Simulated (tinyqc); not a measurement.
Inside a calculation: optical transitions of a finite quantum well. Values are carried at full precision from step to step, so a last printed digit may differ when a step is redone from the rounded ones.

Each carrier sees a square well of width L with its own depth V and masses m (inside), mb (outside); c = hbar^2/2m0, k = sqrt(m E/c), kappa = sqrt(mb (V - E)/c), and level n solves k L + 2 atan[(k/m)/(kappa/mb)] = n pi. The envelope is cos(kz) for odd n and sin(kz) for even n inside, joins exp(-kappa (|z| - L/2)) outside, and is normalised to 1. Excitons and band mixing are left out.

Constants: hbar^2/2m0 = 3.80998211 eV angstrom^2; hc = 1239.841984 eV nm; fine-structure constant alpha = 0.007297352564.

Parameters, chosen for this exercise (near those of an InGaAs well in InAlAs; the results hold for these values, not for the real material): L = 57 angstrom (well width); Eg = 0.806 eV (gap of the well); Vc = 0.496 eV (conduction offset); Vv = 0.198 eV (valence offset); me = 0.0402 m0 (electron, well); meb = 0.0722 m0 (electron, barrier); mh = 0.382 m0 (heavy hole along z, well); mhb = 0.427 m0 (heavy hole, barrier); ml = 0.0501 m0 (light hole along z, well); mlb = 0.0921 m0 (light hole, barrier); Ns = 0.26 x 1e12/cm^2 (electrons in e1); n_r = 3.43 (refractive index); G = 5 meV (half width of the line).

## Confinement energies

Up to three levels for each carrier.

Levels:
```
level  E (eV)  k (1/angstrom)  kappa (1/angstrom)
e1     0.1071         0.03361             0.08585
e2     0.4157         0.06623             0.03900
hh1    0.0189         0.04351             0.14168
hh2    0.0741         0.08619             0.11785
hh3    0.1579         0.12583             0.06702
lh1    0.0633         0.02885             0.05707
```

## Interband transitions

From e1 and e2 to each hole level: E = Eg + E_e + E_h, wavelength hc/E, squared overlap of the envelopes, and the strength |<S|p|v>|^2 in units of P^2 at the subband edge: overlap^2 times 1/2 (hh) or 1/6 (lh) for light polarised in the plane (TE), times 0 (hh) or 2/3 (lh) along z (TM).

Transitions:
```
pair    E (eV)  wavelength (nm)  overlap^2      TE      TM
e1-hh1  0.9320           1330.4     0.9634  0.4817  0.0000
e1-lh1  0.9763           1269.9     0.9827  0.1638  0.6552
e1-hh2  0.9872           1256.0     0.0000  0.0000  0.0000
e1-hh3  1.0710           1157.7     0.0289  0.0144  0.0000
e2-hh1  1.2406            999.4     0.0000  0.0000  0.0000
e2-lh1  1.2850            964.8     0.0000  0.0000  0.0000
e2-hh2  1.2958            956.8     0.7883  0.3942  0.0000
e2-hh3  1.3797            898.7     0.0000  0.0000  0.0000
```

The edge is e1-hh1 at 1330 nm. Pairs of opposite parity vanish exactly; e1-hh3 is allowed by parity and reaches 0.0289, only because the two envelopes leak differently into the barriers.

## Intersubband transitions from e1

z_1j = <1|z|j>; 1/m1 = <1|1/m|1>; f_1j = (m1/c)(E_j - E_1) z_1j^2, which sums to 1 over all bound and continuum states.

Transitions:
```
pair  E (meV)  wavelength (micrometre)  |z| (angstrom)       f
1-2     308.7                     4.02           16.72  0.9448
```

m1 = 0.0417 m0
sum of f over bound states = 0.9448

The continuum carries the remaining 0.0552. With hard walls z_12 = 16 L/(9 pi^2) = 10.27 angstrom and f_12 = 256/(27 pi^2) = 0.9607.

## Absorption of one well

For light polarised along z (a real waveguide or Brewster geometry adds an angle factor), with all electrons in e1 and none in e2, the peak fractional absorption is 4 pi alpha Ns c f_12/(n_r m1 G) and the area under the Lorentzian line is pi G times that, c = hbar^2/2m0; 1e12/cm^2 = 1e-4/angstrom^2. EF - E1 = 2 pi c Ns/m1 at zero temperature.

peak absorption = 1.199 %
area = 18.83 % meV
EF - E1 = 14.9 meV

EF lies below e2, as assumed.

## Checks

- Sum of f over all levels of a difference grid (60 cells across the well) against 1: 0.999 against 1.000.
- The strength f_12 on that grid against the matched envelopes: both 0.945.

Computed by tinyqc, a small Python program: `OMP_NUM_THREADS=1 python tinyqc.py 1281130 1281131 out.jsonl` (the numbers bound the seed that draws the inputs); one thread of a shared host (Intel(R) Xeon(R) Processor @ 2.30GHz), about 0.1 s for the whole set of steps.
